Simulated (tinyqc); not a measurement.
Rapid thermal processing of a wafer: radiative balance, ramp and cooling, pattern effects, pyrometer error and spike budget. From reading less true temperature back to error of the assumed emissivity. Computed by tinyqc, a small Python program. Command: `OMP_NUM_THREADS=1 python tinyqc.py 3113720 3113721 out.jsonl rtp inv`. One thread of a shared host (Intel(R) Xeon(R) Processor @ 2.30GHz), about 0.04 s of CPU time with the checks.

The wafer is opaque and uniform through its thickness unless said otherwise; temperatures in formulas are in kelvin (C + 273.15). sigma = 5.670374419e-12 W/(cm^2 K^4).

Inputs (values chosen for the exercise, modelled on a hot silicon wafer):
```
quantity                              value        unit
process temperature                     863           C
starting temperature                    450           C
pyrometer wavelength                    3.8  micrometre
activation energy of the process E_a   1.24          eV
```

Constants: h = 6.62607015e-34 J s; c = 299792458 m/s; k_B = 1.380649e-23 J/K; k_B = 8.617333262e-05 eV/K.

Method. Signal proportional to eps/(exp(c2/(lambda T)) - 1), c2 = h c/k_B. If the assumed emissivity is too high by the given error, the reading T' solves (1 + error)/(exp(c2/(lambda T')) - 1) = 1/(exp(c2/(lambda T)) - 1). Wien estimate: T' - T = -lambda T^2 ln(1 + error)/c2. Process rates go as exp(-E_a/(k_B T)).

Problem. A run gave the result below. Find the error of the assumed emissivity, known to lie between 6.6 and 12 %.

reading less true temperature = -26.60852 K

Solution.

Each step takes the trial c = (a f_b - b f_a)/(f_b - f_a), f being the result less the target and a, b, c the logarithms of the listed values; c replaces end b, the old b replaces a if the sign of f changed, and otherwise f_a is halved.

Scan of the range:
```
error of the assumed emissivity (%)  reading less true temperature (K)
6.60                                                          -20.6530
7.29                                                          -22.6986
8.06                                                          -24.9578
8.90                                                          -27.3943
9.83                                                          -30.0585
10.90                                                         -33.0813
12.00                                                         -36.1426
```

False position (Illinois rule, in the logarithm of the input) inside the bracket:
```
step    end a    end b    trial  reading less true temperature (K)
1     8.06000  8.90000  8.61994                           -26.5852
2     8.90000  8.61994  8.62789                           -26.6082
3     8.90000  8.62789  8.62811                           -26.6088
4     8.62789  8.62811  8.62800                           -26.6085
```

Reading less true temperature falls at every point of a 13-point scan of the range (every second point is shown), so one value fits; it is bracketed by 8.06 and 8.90. Answer: error of the assumed emissivity = 8.628 %.

Caution: below about 600 C lightly doped silicon is partly transparent at this wavelength, so its emissivity is not yet the hot value early in the ramp.
